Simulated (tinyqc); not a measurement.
Worked calculation: RKS/B3LYP (VWN-RPA form) in the 6-311g basis, for H-, spin multiplicity 1. The basis has no diffuse functions, so it cannot describe the extra electron: this is an exercise in the method, not the real anion. One step of it, computed by the program tinyqc.

Question. Iteration 16 (converged): orbitals. Diagonalise F' = X^T F X, C = X C', fill 1 alpha and 1 beta electrons from the bottom; D = 2 C_occ C_occ^T. Each column has its largest component positive (the first on a tie).

converged F (hartree):
```
           1H 1s     1H 2s      1H 3s
1H 1s   0.977052  0.001487  -0.162069
1H 2s   0.001487  0.238149   0.073144
1H 3s  -0.162069  0.073144   0.157409
```

X:
```
           1H 1s      1H 2s      1H 3s
1H 1s   1.366024  -0.728467   0.179565
1H 2s  -0.728467   2.045624  -0.905584
1H 3s   0.179565  -0.905584   1.539843
```

Give: F' = X^T F X; orbital energies; coefficients C; D after iteration 16.

Answer.

F' = X^T F X (hartree):
```
         1        2        3
1   1.8530  -1.0510  -0.0018
2  -1.0510   1.1549  -0.2884
3  -0.0018  -0.2884   0.3059
```

orbital energies (hartree): MO1 0.1053, MO2 0.5850, MO3 2.6236

coefficients C:
```
          MO1      MO2      MO3
1H 1s  0.1908   0.1294  -1.5414
1H 2s  0.1617   1.4339   1.8583
1H 3s  0.7673  -1.4176  -0.7906
```

D after iteration 16:
```
        1H 1s   1H 2s   1H 3s
1H 1s  0.0728  0.0617  0.2927
1H 2s  0.0617  0.0523  0.2482
1H 3s  0.2927  0.2482  1.1774
```
